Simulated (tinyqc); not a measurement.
A particle near a wafer in liquid: double-layer and van der Waals forces (DLVO), deposition barrier and removal: one step, computed by the program tinyqc. Command: `OMP_NUM_THREADS=1 python tinyqc.py 3113576 3113577 out.jsonl dlvo walk`. One thread of a shared host (Intel(R) Xeon(R) Processor @ 2.30GHz), about 0.01 s of CPU time with the checks.

Sphere and flat wall, Derjaguin approximation, constant potentials in the linear-superposition form, no retardation and no hydration force.

Problem. Energy and force at one gap. U(h) = Z R exp(-kappa h) - A R/(6 h); F(h) = -dU/dh = kappa Z R exp(-kappa h) - A R/(6 h^2), positive for repulsion.

Inputs (values chosen for the exercise, of the order of those for ceria on silica in water):

| quantity | value | unit |
|---|---|---|
| particle radius R | 19 | nm |
| Hamaker constant A | 1.9e-20 | J |
| temperature T | 323 | K |
| gap h | 14 | nm |

Z = -11.35863 pN

kappa = 0.5291941 1/nm

Constants: k_B = 1.380649e-23 J/K.

Give: double-layer energy; van der Waals energy; U(h); F(h).

Solution.

double-layer energy = -0.02932 k_B T

van der Waals energy = -0.9637 k_B T

U(h) = -0.9930 k_B T

F(h) = -0.3762 pN
